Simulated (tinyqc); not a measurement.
From results back to parameters: two electrons on one impurity (helium-like model). Four cases, with inputs chosen for the exercise.

Problem. With equal orbitals the first electron is bound by Ha* Z^2/2 and the second by Ha* [(Z - 5/16)^2 - Z^2/2]. Both were computed from hidden Z and Ha*.

Find: (Z - 5/16)/Z; Z; Ha*.

Method. The sum of the two over twice the first is ((Z - 5/16)/Z)^2.

Case 1.

binding of the first and second electron (meV): 48.9639  25.1222

Solution.

(Z - 5/16)/Z = 0.8698
Z = 2.40
Ha* = 17.0 meV

Case 2.

binding of the first and second electron (meV): 218.8018  126.5733

Solution.

(Z - 5/16)/Z = 0.8884
Z = 2.80
Ha* = 55.8 meV

Case 3.

binding of the first and second electron (meV): 186.9801  99.3332

Solution.

(Z - 5/16)/Z = 0.8750
Z = 2.50
Ha* = 59.8 meV

Case 4.

binding of the first and second electron (meV): 217.6680  125.9174

Solution.

(Z - 5/16)/Z = 0.8884
Z = 2.80
Ha* = 55.5 meV

Computed by tinyqc, one run a case: `OMP_NUM_THREADS=1 python tinyqc.py N N+1 out.jsonl` with N = 1282482, 1282535, 1282586, 1282599; one thread of a shared Intel(R) Xeon(R) Processor @ 2.30GHz, about 0.04 s a run at most.
